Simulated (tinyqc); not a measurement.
Crystal pulling from the melt: segregation, interface stability, heat balance and point-defect regime: one step, computed by the program tinyqc. Command: `OMP_NUM_THREADS=1 python tinyqc.py 3021993 3021994 out.jsonl pull walk`. One thread of a shared host (Intel(R) Xeon(R) Processor @ 2.30GHz), about 0.01 s of CPU time with the checks.

A dilute solute; steady pulling with a flat interface unless it is found unstable.

Question. Constitutional supercooling. Liquidus slope per concentration (van 't Hoff): |m| = k_B T_m^2 (1 - k0)/L. Solute gradient at the interface: G_C = (V/D) C_s (1 - k0)/k0. Constitutional supercooling sets in when |m| G_C > G_L. Critical C_s from the equality.

Inputs (values chosen for the exercise, modelled on phosphorus in silicon): equilibrium coefficient k0 = 0.37; diffusivity in the melt D = 0.00017 cm^2/s; pull rate V = 0.89 mm/min; gradient in the melt G_L = 18 K/cm; latent heat per volume L = 4170 J/cm^3; melting point T_m = 1685 K.

C_s = 5.306777e+16 1/cm^3

Constants: k_B = 1.380649e-23 J/K.

Give: |m|; |m| G_C; critical C_s; ratio |m| G_C/G_L.

Answer.

|m| = 5.9223e-21 K cm^3

|m| G_C = 0.0046692 K/cm

critical C_s = 2.0458e+20 1/cm^3

ratio |m| G_C/G_L = 2.5940e-04

The interface is stable by this test, with a margin of 3900.
